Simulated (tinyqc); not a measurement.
A discretised effective-mass wire between two leads, recursive Green functions: one step of the calculation.

Finite differences on a grid of step a give a chain with hopping -t, t = C/(m a^2), C = hbar^2/(2 m0), and site energies 2 t + U_i for the N = 7 sites of the device; the semi-infinite leads have site energy 2 t. Each slice is one site, and V = -t couples neighbouring slices.

Problem. Self-energy of the leads. Sigma = t^2 g(E - 2 t), g(x) = (x - i sqrt(4 t^2 - x^2))/(2 t^2) for |x| < 2 t and (x - sign(x) sqrt(x^2 - 4 t^2))/(2 t^2) otherwise; Gamma = i (Sigma - Sigma^dagger); both leads give the same.

Parameters, values chosen for the exercise:
- m = 0.042 m0 (effective mass)
- a = 1 nm (grid step)
- E = 0.176 eV (energy above the band bottom of the leads)

Constants: q = 1.602176634e-19 C, hbar = 1.054571817e-34 J s, m0 = 9.1093837015e-31 kg, hbar^2/(2 m0) = 0.0380998212 eV nm^2. Results are converted to the units shown.

Give: t; Sigma; Gamma; open modes.

Solution.

t = 0.90714 eV
Sigma = -0.81914-0.38976i eV
Gamma = 0.77952 eV
open modes = 1

tinyqc, about 0.02 s, one thread, Intel Xeon 2.30GHz (shared host): `OMP_NUM_THREADS=1 python tinyqc.py 2660130 2660131 out.jsonl`
